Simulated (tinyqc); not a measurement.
# Thin-body transistor below threshold, two-dimensional Poisson equation on a small mesh, step by step

tinyqc, about 0.1 s, one thread, Intel Xeon 2.30GHz (shared host): `OMP_NUM_THREADS=1 python tinyqc.py 2480101 2480102 out.jsonl` Printed values are rounded.

A thin body on a thick buried insulator of low permittivity, taken as carrying no normal field at the bottom of the body (row 0). Mobile charge is neglected (subthreshold), the body is fully depleted, and potentials are counted from the intrinsic level; rows run upward to the gate, columns from source to drain.

Inputs (values chosen for the exercise); semiconductor permittivity close to that of germanium:
- T = 400 K (temperature)
- eps_r = 15.8 (relative permittivity of the semiconductor)
- eox = 25 (relative permittivity of the insulator)
- tb = 6 nm (body thickness)
- tox = 3.4 nm (insulator thickness)
- L = 27 nm (channel length)
- Na = 0 cm^-3 (acceptor density of the depleted body)
- Vbi = 0.5 V (potential of the source)
- Vfb = -0.04 V (gate offset)
- Vg = 0.1 V (gate voltage)
- Vd = 0.5 V (drain voltage)

Constants: q = 1.602176634e-19 C, kB = 1.380649e-23 J/K, Vt = kB T/q, eps0 = 8.8541878128e-14 F/cm where lengths are in cm. Results are converted to the units shown.

## Coefficients of the five-point equations

Mesh: rows i = 0..3 in the semiconductor (step hs = tb/3, row 3 on the interface), then 2 step(s) ho = tox/2 up to the gate row 5; columns j = 0..7 (step hy = L/7). Box integration, divided by eps0: up_i = eps hy/h of the interval above row i, dn_i = that of the interval below (0 for row 0), lat_i = (sum of eps h/2 over the intervals above and below)/hy, s_i = -q Na w_i hy/eps0 with w_i the semiconductor height of the box (hs/2 for row 0 and the interface row, hs between, 0 in the insulator). Each free node obeys (up + dn + 2 lat) psi = up psi(above) + dn psi(below) + lat [psi(left) + psi(right)] + s.

```
row        up        dn       lat  s (V)
0    30.47143         0  4.096296      0
1    30.47143  30.47143  8.192593      0
2    30.47143  30.47143  8.192593      0
3    56.72269  30.47143  9.605556      0
4    56.72269  56.72269  11.01852      0
```

## Iteration 1: over-relaxation sweep (omega = 1.5)

psi at the start (fixed values on the edges, free nodes at zero) (V):
```
            j=0       j=1       j=2       j=3       j=4       j=5       j=6       j=7
row 0  0.500000  0.000000  0.000000  0.000000  0.000000  0.000000  0.000000  1.000000
row 1  0.500000  0.000000  0.000000  0.000000  0.000000  0.000000  0.000000  1.000000
row 2  0.500000  0.000000  0.000000  0.000000  0.000000  0.000000  0.000000  1.000000
row 3  0.500000  0.000000  0.000000  0.000000  0.000000  0.000000  0.000000  1.000000
row 4  0.320000  0.000000  0.000000  0.000000  0.000000  0.000000  0.000000  0.570000
row 5  0.140000  0.140000  0.140000  0.140000  0.140000  0.140000  0.140000  0.140000
```

Free nodes: rows 0..4, columns 1..6, taken row by row from row 0, left to right. t = (up psi(above) + dn psi(below) + lat [psi(left) + psi(right)] + s)/(up + dn + 2 lat), with the newest neighbours; psi(new) = psi + 1.5 (t - psi).

psi after iteration 1 (V):
```
            j=0       j=1       j=2       j=3       j=4       j=5       j=6       j=7
row 0  0.500000  0.079459  0.012628  0.002007  0.000319  0.000051  0.158927  1.000000
row 1  0.500000  0.126426  0.027555  0.005565  0.001073  0.000200  0.252890  1.000000
row 2  0.500000  0.154188  0.040791  0.009772  0.002187  0.000466  0.308471  1.000000
row 3  0.500000  0.133937  0.035658  0.009026  0.002162  0.000493  0.267983  1.000000
row 4  0.320000  0.211072  0.136064  0.110188  0.102721  0.100762  0.338044  0.570000
row 5  0.140000  0.140000  0.140000  0.140000  0.140000  0.140000  0.140000  0.140000
```

## Iteration 2: over-relaxation sweep (omega = 1.5)

As before.

psi after iteration 2 (V):
```
            j=0       j=1       j=2       j=3       j=4       j=5       j=6       j=7
row 0  0.500000  0.191193  0.056964  0.014679  0.003450  0.026016  0.382546  1.000000
row 1  0.500000  0.224773  0.080609  0.024651  0.006745  0.056814  0.449950  1.000000
row 2  0.500000  0.220875  0.084982  0.028873  0.008833  0.084066  0.442400  1.000000
row 3  0.500000  0.269222  0.165153  0.118655  0.100985  0.166398  0.484294  1.000000
row 4  0.320000  0.207094  0.162312  0.139675  0.129312  0.199053  0.316858  0.570000
row 5  0.140000  0.140000  0.140000  0.140000  0.140000  0.140000  0.140000  0.140000
```

## Course of the iteration: over-relaxation sweep (omega = 1.5)

Stop when the largest change of psi is below 1e-7 V, or after 400 iterations. Fixed values: gate row Vg - Vfb; column 0 at Vbi and the last column at Vbi + Vd in the semiconductor, each running linearly to Vg - Vfb across the insulator.

Course of the iteration:
```
iteration  psi at row 0, j = 3 (V)  largest |change| of one entry (V)
1                      0.002006766                              0.338
2                       0.01467904                              0.224
3                       0.03986980                              0.158
4                       0.06215320                              0.132
5                        0.1450451                              0.126
6                        0.1838892                             0.0709
7                        0.2179213                             0.0456
8                        0.2488226                             0.0309
9                        0.2595070                             0.0170
...                            ...                                ...
19                       0.2582246                            2.71e-5
20                       0.2582239                            1.25e-5
21                       0.2582237                            1.69e-6
22                       0.2582249                            2.18e-6
23                       0.2582255                            7.67e-7
24                       0.2582259                            1.13e-6
25                       0.2582261                            2.30e-7
26                       0.2582261                            1.44e-7
27                       0.2582261                            7.21e-8
```

Converged in 27 iterations. The changes do not fall evenly; from iteration 22 to 27 they shrink by a factor of 2.0 a step on average.

## Barrier, swing and barrier lowering

converged psi (V):
```
            j=0       j=1       j=2       j=3       j=4       j=5       j=6       j=7
row 0  0.500000  0.358276  0.278135  0.258226  0.296599  0.410616  0.637876  1.000000
row 1  0.500000  0.349997  0.270038  0.250391  0.286431  0.395392  0.619746  1.000000
row 2  0.500000  0.322886  0.245726  0.227584  0.256656  0.349144  0.559701  1.000000
row 3  0.500000  0.268901  0.205546  0.192084  0.209831  0.271151  0.437887  1.000000
row 4  0.320000  0.211494  0.175512  0.167727  0.177298  0.211402  0.305495  0.570000
row 5  0.140000  0.140000  0.140000  0.140000  0.140000  0.140000  0.140000  0.140000
```

d psi/dVg on row 0: j=0 0.0000000, j=1 0.4129904, j=2 0.6649584, j=3 0.7747332, j=4 0.7747332, j=5 0.6649584, j=6 0.4129904, j=7 0.0000000
d psi/dVd on row 0: j=0 0.000000, j=1 0.013904, j=2 0.035040, j=3 0.074260, j=4 0.151007, j=5 0.300001, j=6 0.573105, j=7 1.000000

The barrier is read along row 0, the path farthest from the gate. Take the node j of lowest psi: barrier Vbi - psi_j; swing Vt ln 10/(d psi_j/dVg); DIBL = (d psi_j/dVd)/(d psi_j/dVg). The derivatives solve the same equations with s = 0 and a unit change of that voltage.

j = 3
barrier = 0.2417739 V
swing = 102.4463 mV/decade
DIBL = 95.85249 mV/V

A mesh of 12, 8 and 80 steps (semiconductor, insulator, channel) gives a barrier of 0.250 V, a swing of 102 mV a decade and a DIBL of 80.8 mV/V; the small mesh puts the barrier 3.1 % below that.
